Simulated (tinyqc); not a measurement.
Charge control and current of a heterostructure field-effect transistor: one step, computed by the program tinyqc. Command: `OMP_NUM_THREADS=1 python tinyqc.py 3006935 3006936 out.jsonl hemt walk`. One thread of a shared host (Intel(R) Xeon(R) Processor @ 2.30GHz), about 0.01 s of CPU time with the checks.

Two subbands in a triangular well; E_F is counted from the conduction band edge of the channel at the interface.

Problem. Threshold and barrier capacitance. Threshold V_T = phi_B - dE_c - e N_d (d - spacer)/(eps eps_0) (in volts); C_b = eps eps_0/d.

Inputs (values chosen for the exercise, modelled on AlGaAs/GaAs):
```
quantity,value,unit
permittivity eps (barrier and channel),12.8,-
barrier thickness d,29,nm
Schottky barrier phi_B,0.84,eV
conduction band offset dE_c,0.19,eV
delta-doping density N_d,5.4e+12,1/cm^2
spacer between delta layer and channel,4.7,nm
```

Charge source: delta doping. Velocity law: two-piece.

Constants: e = 1.602176634e-19 C; eps_0 = 8.8541878128e-12 F/m.

Give: threshold voltage V_T; barrier capacitance C_b.

Solution.

threshold voltage V_T = -1.205 V

barrier capacitance C_b = 0.3908 microfarad/cm^2

The device is normally on.
